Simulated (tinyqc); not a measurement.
What each parameter does: thresholds of impact ionisation and Auger recombination from band masses.

Parabolic bands, no phonon. At threshold the three slow carriers share one velocity. With M their total mass and m4 the mass of the fast carrier, the fast carrier has the kinetic energy E_T = G M/(M - m4) and the slow ones together E_a = G m4/(M - m4), the activation energy of the Auger rate. CCCH (fast electron): G = Eg, M = 2 me + mh, m4 = me. CHHS (hole into the split-off band): G = Eg - Dso, M = 2 mh + me, m4 = ms; this form holds for Eg > Dso (below, the process needs about Dso - Eg and is marked by a dash). CHHL (hole into the light band): G = Eg, M = 2 mh + me, m4 = ml. CHHH (fast heavy hole): G = Eg, M = 2 mh + me, m4 = mh.

Non-parabolic fast electron: E (1 + alpha E) = c k^2/me with alpha = (1 - me)^2/Eg; the slow carriers stay parabolic, so E_T = Eg + me E_T (1 + alpha E_T)/M, M = 2 me + mh (the root between Eg and 1.9 Eg).

Constants: kB = 8.617333262e-05 eV/K.

Inputs chosen for the exercise (near those of GaSb, gap at low temperature and not tied to T; the results hold for these values, not for the real material):

| symbol | value | unit | meaning |
|---|---|---|---|
| Eg | 0.789 | eV | gap at Gamma to the s-like level |
| Dso | 0.743 | eV | spin-orbit splitting |
| me | 0.0387 | m0 | electron mass at Gamma |
| mh | 0.33 | m0 | heavy-hole mass |
| ms | 0.131 | m0 | split-off mass |
| ml | 0.0441 | m0 | light-hole mass |
| T | 250 | K | temperature |

Activation energies.

One parameter was then changed.

Results before and after:

| case | CCCH (meV) | CCCH non-parabolic (meV) | CHHL (meV) |
|---|---|---|---|
| base | 82.82 | 204.05 | 53.15 |
| changed | 82.82 | 204.05 | 47.53 |

Which of these changes was made? (a) mh = 0.297 m0; (b) ms = 0.1179 m0; (c) me = 0.0348 m0; (d) ml = 0.0397 m0; (e) Dso = 0.6687 eV; (f) Eg = 0.7101 eV.

Answer: (d) ml = 0.0397 m0. Of the candidates, run in turn, only this one gives the changed row.

All candidates:

| case | CCCH (meV) | CCCH non-parabolic (meV) | CHHL (meV) |
|---|---|---|---|
| base | 82.82 | 204.05 | 53.15 |
| Eg = 0.7101 eV | 74.53 | 183.64 | 47.84 |
| Dso = 0.6687 eV | 82.82 | 204.05 | 53.15 |
| me = 0.0348 m0 | 75.27 | 181.32 | 53.47 |
| mh = 0.297 m0 | 90.96 | 231.60 | 59.11 |
| ms = 0.1179 m0 | 82.82 | 204.05 | 53.15 |
| ml = 0.0397 m0 | 82.82 | 204.05 | 47.53 |

(tinyqc, `OMP_NUM_THREADS=1 python tinyqc.py 1850286 1850287 out.jsonl`, Intel(R) Xeon(R) Processor @ 2.30GHz, 1 thread, shared host, about 0.01 s.)
